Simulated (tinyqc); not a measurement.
Comparisons within one model: quantum-confined Stark effect in a modulator well. A value that a table varies takes the place of the one given here.

Envelopes on cells of 0.5 angstrom over the well |z| < L/2 and 45 angstrom of barrier on each side, psi = 0 beyond, psi'/m continuous (mean mass between points), c = hbar^2/2m0. The electron sees + e F z and the hole - e F z, each with its offset in the barriers; 1 kV/cm = 1e-5 eV/angstrom. Light holes, band mixing and escape by tunnelling are left out.

Exciton: in-plane function exp(-rho/lam), 1/mu = 1/me + 1/mp, E(lam) = c/(mu lam^2) - (q/eps) times the integral over k of Fm(k)(1 + (k lam/2)^2)^(-3/2), Fm(k) the double integral of psi_e^2 psi_h^2 exp(-k |z - z'|), q = e^2/(4 pi eps0); binding Eb = -E at the minimum. Line at Eg + E_e + E_h - Eb, strength proportional to overlap^2/lam^2.

Constants: hbar^2/2m0 = 3.80998211 eV angstrom^2; e^2/(4 pi eps0) = 14.39964547 eV angstrom; hc = 1239.841984 eV nm.

Inputs chosen for the exercise (near those of a GaAs well in AlGaAs; the results hold for these values, not for the real material): L = 132 angstrom (well width); Vc = 0.232 eV (conduction offset); Vv = 0.133 eV (heavy-hole offset); me = 0.0679 m0 (electron, well); meb = 0.0885 m0 (electron, barrier); mh = 0.351 m0 (heavy hole along z, well); mhb = 0.402 m0 (heavy hole, barrier); Eg = 1.412 eV (gap of the well); mp = 0.161 m0 (heavy hole in the plane); eps = 12.4 (dielectric constant); Fs = (0, 16, 31, 47, 65, 83, 104) kV/cm (fields); Ls = (56, 74, 92, 112, 136, 164) angstrom (widths); F_L = 72 kV/cm (field for this table); F = 72 kV/cm (field).

## Raising the field

All quantities anew; shifts from zero field.

Results:
```
F (kV/cm),dE_e (meV),dE_h (meV),Eb (meV),line shift (meV),overlap^2,relative strength
0,0.00,0.00,8.23,0.00,0.991,1.000
16,-0.41,-1.31,7.90,-1.40,0.863,0.818
31,-1.51,-4.46,7.33,-5.08,0.643,0.541
47,-3.42,-9.09,6.76,-11.04,0.441,0.325
65,-6.38,-15.27,6.25,-19.68,0.282,0.182
83,-10.11,-22.17,5.86,-29.91,0.178,0.103
104,-15.31,-30.85,5.51,-43.45,0.104,0.054
```

What can be read from the table?

The line shift grows with exponent 1.95 in F at low field and 1.65 at the end, as the carriers come up against opposite walls and the dipole begins to saturate. The hole gives 76 % of the level shift in the second row and 67 % in the last. The largest shift is 5.3 times the zero-field binding, yet 67 % of the binding survives, since the walls stop the field from pulling the pair apart. Half the strength is gone between 31 and 47 kV/cm.

## Width of the well

Zero-field line, its shift at F_L and the relative strength.

Results:
```
L (angstrom),line at F = 0 (nm),Eb (meV),shift (meV),relative strength,shift x strength (meV)
56,834.5,10.17,-2.71,0.914,2.48
74,848.9,9.62,-5.31,0.776,4.12
92,857.8,9.13,-9.35,0.560,5.24
112,864.0,8.65,-15.58,0.315,4.91
136,868.8,8.15,-25.25,0.122,3.09
164,872.2,7.65,-39.09,0.030,1.17
```

How do the results move?

The shift grows with exponent 2.41 in L over the first two rows and 2.33 over the last two, against 4 for hard walls at second order; leakage lowers it in narrow wells and saturation in wide ones. The strength falls from 0.91 to 0.03, and the product of the two is largest at 92 angstrom.

## What each parameter does

Zero-field line, shift at F, overlap^2 and Eb at F. Each row changes one parameter from the base and keeps the others.

Results:
```
case,line (nm),shift (meV),overlap^2,Eb (meV)
base,868.1,-23.49,0.236,6.08
L = 122 angstrom,866.3,-19.34,0.324,6.58
F = 58 kV/cm,868.1,-16.11,0.336,6.43
Vc = 0.186 eV,868.7,-24.21,0.222,5.98
Vv = 0.166 eV,868.1,-22.84,0.248,6.15
me = 0.0781 m0,869.4,-23.48,0.219,6.35
mh = 0.298 m0,867.8,-22.95,0.257,6.12
eps = 11.2,869.0,-23.03,0.236,7.09
```

What can be read from the table?

The largest shifts from the base row, up to three for each result and ties (the steps differ in size, so this ranks the rows, not the parameters). line (nm): L -1.9, me +1.3, eps +0.9; unchanged at the printed digits by F and Vv. shift (meV): F +7.38, L +4.15, Vc -0.72. overlap^2: F +0.100, L +0.088, mh +0.021; unchanged at the printed digits by eps. Eb (meV): eps +1.00, L +0.50, F +0.35.

Program tinyqc; command `OMP_NUM_THREADS=1 python tinyqc.py 1251755 1251756 out.jsonl`; about 0.1 s on one thread of a shared Intel(R) Xeon(R) Processor @ 2.30GHz.
